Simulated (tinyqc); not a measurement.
Worked calculation: free and nearly free electrons in a metal. Values are carried at full precision from step to step, so a last printed digit may differ when a step is redone from the rounded ones.

The cubic cell holds 2 atoms: n = 2 z/a^3, kF = (3 pi^2 n)^(1/3), EF = c kF^2/m, vF = 2 c kF/(m hbar), c = hbar^2/2m0; rs = (3/(4 pi n))^(1/3)/a0; D(EF) = 3 n/(2 EF).

Constants: hbar^2/2m0 = 3.80998211 eV angstrom^2; hbar = 6.58211957e-16 eV s; a0 (Bohr radius) = 0.5291772105 angstrom; kB = 8.617333262e-05 eV/K.

Inputs chosen for the exercise (near those of Li; the results hold for these values, not for the real material):
- a = 3.471 angstrom (bcc lattice constant)
- z = 1 (free electrons an atom)
- m = 1 m0 (mass)
- rho = 10.63 micro-ohm cm (bulk resistivity)
- T = 290 K
- V = 0.27 eV (|V_G| for G = (110))
- x = 0.65 (k along G as a share of |G|/2)

## The Fermi sphere

Evaluate the free-electron quantities.

n = 0.04783 1/angstrom^3
kF = 1.1230 1/angstrom
EF = 4.804 eV
vF = 1.300e+06 m/s
rs = 3.230
D(EF) per atom = 0.3122 1/eV

## Relaxation time and mean free path

Drude: 1/rho = n e^2 tau/(m m0) with e = 1.602176634e-19 C and m0 = 9.1093837e-31 kg; mean free path l = vF tau; rho l = hbar kF/(n e^2) = 12 pi^3 hbar/(e^2 S) with S = 4 pi kF^2 does not depend on tau or m.

Use SI units: n in 1/m^3 (1e30 per 1/angstrom^3), rho in ohm m (1e-8 per micro-ohm cm).

tau = 6.98 fs
l = 9.07 nm
rho l = 9.646 1e-16 ohm m^2

Wires lose conductivity to surfaces and grain boundaries, with an excess that scales as rho l over the width and is of the order of rho itself at a width of l = 9 nm.

## Thermal quantities

gamma = (pi^2/3) kB^2 D(EF) per atom, times 96485.33 x 1e3 for mJ/(mol K^2); mu(T) = EF (1 - (pi kB T/EF)^2/12); Wiedemann-Franz kappa = L0 T/rho with L0 = (pi^2/3) (kB/e)^2, kB/e in V/K.

gamma = 0.736 mJ/(mol K^2)
mu - EF = -0.1069 meV
kappa = 67 W/(m K)

## The sphere against the zone faces

Take G = (hkl) 2 pi/a for (110), (200) and (211), with the number of equivalent faces. The Bragg plane of G lies at |G|/2 with |G| = (2 pi/a) sqrt(h^2 + k^2 + l^2). Where kF exceeds it, the sphere cuts the plane in a circle of radius sqrt(kF^2 - G^2/4).

Distance and circle for each G:
```
G,faces,|G|/2 (1/angstrom),kF/(|G|/2),circle radius
(110),12,1.2800,0.8773,-
(200),6,1.8102,0.6204,-
(211),24,2.2170,0.5065,-
```

The sphere stays inside the first zone; it reaches 0.877 of the way to the nearest faces.

## Two plane waves near the face

Two plane waves k and k - G, G = (110) (2 pi/a): H = [[c k^2/m, V], [V, c (k - G)^2/m]] with c = hbar^2/2m0.

Build H for k along G, diagonalise, and give the weight of the first wave in the lower state and its velocity along G relative to a free electron, (w k + (1 - w)(k - G))/k.

H (eV):
```
,1,2
1,2.6374,0.2700
2,0.2700,11.3766
```

levels (eV): 2.6290  11.3849

w = 0.9990
v/v_free = 0.9971

The splitting is 8.756 eV here and 2V = 0.54 eV on the face, where the normal velocity vanishes. There the lower band lies at 5.972 eV, above the free EF of 4.804 eV, so the Fermi surface does not reach the face.

## Checks

- Lower level against the closed form of the 2 x 2 problem (eV): both 2.6290.
- The product rho l against hbar kF/(n e^2) (1e-16 ohm m^2): both 9.646.

Run: tinyqc, `OMP_NUM_THREADS=1 python tinyqc.py 1681843 1681844 out.jsonl`; Intel(R) Xeon(R) Processor @ 2.30GHz, one thread, shared host; about 0.01 s of CPU time with all checks.
